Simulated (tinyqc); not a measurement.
Bandgap voltage reference from two bipolar transistors: one step of the calculation.

Two transistors of area 1 and N carry the same current I. Is(T) = Is (T/T0)^eta exp[(Vg0 q/kB)(1/T0 - 1/T)], VBE1 = Vt ln(I/Is(T)) + I rb, VBE2 = Vt ln(I/(N Is(T))) + I rb/N. The amplifier forces I R1(T) = VBE1 - VBE2 + Vos, with R(T) = R (1 + tc (T - T0)) for both resistors, and the output is Vref = VBE1 + I R2(T). Base currents and the Early effect are neglected.

Question. Operating point at the reference temperature. Vt = kB T/q; I = (Vt ln N + Vos)/(R1(T) - rb (1 - 1/N)). Evaluate at T = T0.

Inputs (values chosen for the exercise); values of the order met in silicon bipolar transistors:
```
symbol,value,unit,meaning
T0,323,K,reference temperature
Vg0,1.174,V,band-gap voltage extrapolated to 0 K
eta,3.1,,temperature exponent of the saturation current
Is,1e-16,A,saturation current of the unit transistor at T0
N,15,,area ratio of the second transistor
R1,15,kohm,"resistor across which the difference of VBE falls, at T0"
tc,0,ppm/K,temperature coefficient of both resistors
Vos,0,mV,offset of the amplifier
rb,84,ohm,series resistance of the unit transistor
R2,106.5,kohm,output resistor at T0
```

Constants: q = 1.602176634e-19 C, kB = 1.380649e-23 J/K. Results are converted to the units shown.

Wanted: Vt; I; Is(T); VBE1; I R2; Vref.

Answer.

Vt = 0.027834 V
I = 5.0515 uA
Is(T) = 1.0000e-16 A
VBE1 = 0.68641 V
I R2 = 0.53798 V
Vref = 1.2244 V

Numbers from tinyqc (`OMP_NUM_THREADS=1 python tinyqc.py 2062117 2062118 out.jsonl`; about 0.02 s on one thread of a shared Intel Xeon 2.30GHz).
